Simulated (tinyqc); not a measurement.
Local against global planarity over time: chemical-mechanical planarisation: Preston law, pattern density and step-height reduction. Computed by tinyqc, a small Python program. Command: `OMP_NUM_THREADS=1 python tinyqc.py 3003625 3003626 out.jsonl cmp walk`. One thread of a shared host (Intel(R) Xeon(R) Processor @ 2.30GHz), about 0.01 s of CPU time with the checks.

A row of 10 cells, repeated periodically, holds raised features that cover a share rho of each cell.

Inputs (values chosen for the exercise, close to those used for oxide polishing):
```
quantity                        value  unit
Preston coefficient K         6.9e-14  1/Pa
pressure P                         39   kPa
platen and carrier speed          110   rpm
distance between the centres       15    cm
initial step height h0            640    nm
contact height h_c                130    nm
cell size                         2.4    mm
planarisation length                7    mm
```

local pattern densities, cell by cell: 0.5  0.4  0.4  0.4  0.25  0.2  0.9  0.5  0.4  0.3

Method:
- With equal rotation speeds the relative speed is uniform, v = omega r_c; Preston rate R0 = K P v.
- The stiff pad averages the density: rho_eff(i) = sum_j w_ij rho_j / sum_j w_ij, w = exp(-2 d^2/L^2), L the planarisation length and d the distance between cell centres, summed over all periodic images of cell j.
- While h > h_c only raised areas polish, at R0/rho_eff, until t_c = rho_eff (h0 - h_c)/R0. After that h = h_c exp(-(t - t_c)/tau), tau = rho_eff h_c/R0; low areas polish at R0 (1 - h/h_c) and raised areas at R0 [1 + (1 - rho_eff) h/(rho_eff h_c)]. Removed from raised areas after t_c: h0 - h_c + R0 (t - t_c) + (1 - rho_eff)(h_c - h); from low areas: R0 (t - t_c) - rho_eff (h_c - h). Film left = z0 less the removal from raised areas.
- Times are multiples of h0/R0; the range is the largest minus the smallest removal from raised areas.

effective densities: 0.410968  0.406122  0.388129  0.365983  0.372911  0.431168  0.496477  0.501786  0.456533  0.419923

blanket rate R0 = 4.64971 nm/s

Steps and range (nm):
```
multiple   t (s)  largest step  smallest step  range across the row  mean removal from raised areas
0.10       13.76        512.46         465.13                 47.33                           152.2
0.20       27.53        384.91         290.26                 94.65                           304.4
0.30       41.29        257.37         116.18                141.48                           456.6
0.45       61.94         79.49          15.45                116.72                           634.5
0.60       82.59         18.25           2.05                 94.70                           747.9
0.80      110.11          2.56           0.14                 88.10                           879.5
1.00      137.64          0.36           0.01                 87.09                          1007.9
1.30      178.94          0.02           0.00                 86.92                          1200.0
1.70      233.99          0.00           0.00                 86.91                          1456.0
```

What does the comparison show, and why?

Local steps shrink to 0.01 nm or less, but the range across the row reaches up to 141.5 nm among these rows and ends at 86.9 nm, against the limit (largest - smallest rho_eff) h0 = 86.9 nm: once flat, all cells polish alike and the difference stays. Evener density (dummy fill), a longer planarisation length or a smaller initial step reduces it.

Extremes, crossings and ranges named in words are read from the listed rows.
